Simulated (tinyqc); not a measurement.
Worked calculation: overlap of hydrogenic dopants: pairs, impurity band and the Mott density. Values are carried at full precision from step to step, so a last printed digit may differ when a step is redone from the rounded ones.

Ry* = Ry m/eps^2, aB = a0 eps/m. For 1s orbitals a distance rho = R/aB apart, in Ry*: overlap S = exp(-rho)(1 + rho + rho^2/3), J = (2/rho)(1 - (1 + rho) exp(-2 rho)) (attraction to the other ion), Kx = 2 (1 + rho) exp(-rho) (exchange of one electron). One electron on a pair has E = -1 - (J +/- Kx)/(1 +/- S), without the repulsion 2/rho of the ions. Hopping after orthogonalisation: t = (Kx - S J)/(1 - S^2), half the splitting. Dopants on a lattice with z neighbours, n = (3 sqrt3/4)/R^3 (bcc), give a band of width B = 2 z t, as on any lattice of two interpenetrating sublattices. Valleys, central cells and disorder are left out.

Constants: Ry = 13.60569312 eV; a0 (Bohr radius) = 0.5291772105 angstrom; hbar = 6.58211957e-16 eV s.

Values chosen for the exercise (an isotropic mass and dielectric constant of the size used for donors in GaAs; the results hold for these values, not for the real material): m = 0.067 m0 (mass); eps = 13.4 (dielectric constant); N = 0.026 1/aB^3 (dopant density); rho = 4.2 aB (distance of a pair); u = 0.945 Ry* (cost of a second electron on one dopant); z = 8 (neighbours in the dopant lattice).

## Scales

Form Ry*, aB, and the density N in 1/cm^3 (1/angstrom^3 = 1e24/cm^3).

Ry* = 5.077 meV
aB = 105.835 angstrom
density = 2.193e+16 1/cm^3

## A pair with one electron

Form S, J, Kx, the two levels, t, and the total energy of the lower state with the repulsion, relative to a distant pair (-1).

S, J, Kx: 0.16615  0.47563  0.15595

levels (Ry*): even -1.54160, odd -1.38338

t = 0.07911 Ry*
energy of the pair against a distant one (negative: bound) = -0.06541 Ry*

In this host the pair is 44.5 nm long and its splitting 2t is 0.80 meV.

## The pair with two electrons (two-site Hubbard model)

t is the hopping between the two dopants. Singlet at (u - sqrt(u^2 + 16 t^2))/2 below the triplet at 0; estimate 4 t^2/u; weight of double occupancy (1 - u/sqrt(u^2 + 16 t^2))/2; swap time pi hbar/Jx with Jx the splitting in eV. t and u are in units of Ry*.

singlet-triplet splitting (meV): exact 0.1309, 4 t^2/u 0.1345

double occupancy = 0.0259
swap time = 15.8 ps

The estimate is 2.7 % too high at 4t/u = 0.33.

## The impurity band at this density

Form R/aB, t, B = 2 z t and N^(1/3) aB. Two estimates of the gap between the Hubbard bands: u - B (rigid bands, closing at B = u) and the Hubbard-III rule, which closes at B = (2/sqrt3) u; give B/u.

R/aB = 3.6831
t = 0.11644 Ry*

B: in Ry* 1.863, in meV 9.458

N^(1/3) aB = 0.2962
B/u = 1.971

Both rules close the gap: a metal (at such spacings hopping beyond nearest neighbours, left out, counts too). Mott's screening rule, N^(1/3) aB = 0.26, puts this density on the metallic side.

## Checks

- Overlap S against numerical integration in elliptic coordinates: both 0.16615.

tinyqc: `OMP_NUM_THREADS=1 python tinyqc.py 1451242 1451243 out.jsonl`; about 0.01 s, one thread, shared Intel(R) Xeon(R) Processor @ 2.30GHz.
